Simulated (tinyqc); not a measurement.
Doping and barrier from two capacitances.

Question. A Schottky diode on a uniformly doped n-type layer obeys (A/C)^2 = 2 (Vbi - V - Vt)/(q eps0 eps_r Nd) in reverse bias, with phiB = Vbi + Vt ln(Nc/Nd) and image force ignored. Find Nd, Vbi and phiB.

Parameters, values chosen for the exercise; band and dielectric values close to those of gallium arsenide: temperature T = 300 K; relative permittivity eps_r = 12.9; conduction-band density of states at T Nc = 4.45e17 cm^-3; diode area A = 0.00067 cm^2.

Constants: q = 1.602176634e-19 C, kB = 1.380649e-23 J/K, Vt = kB T/q, eps0 = 8.8541878128e-14 F/cm where lengths are in cm. Results are converted to the units shown.

C at V = -0.6 and -4.4 V (pF): [15.952298, 7.4645227]

Solution. The slope of (A/C)^2 against -V gives Nd, the intercept Vbi - Vt, and the Fermi-level depth Vt ln(Nc/Nd) is added for the barrier.

Nd = 6.60e15 cm^-3
Vbi = 0.491 V
phiB = 0.600 eV

tinyqc, about 0.04 s, one thread, Intel Xeon 2.30GHz (shared host): `OMP_NUM_THREADS=1 python tinyqc.py 2020085 2020086 out.jsonl`
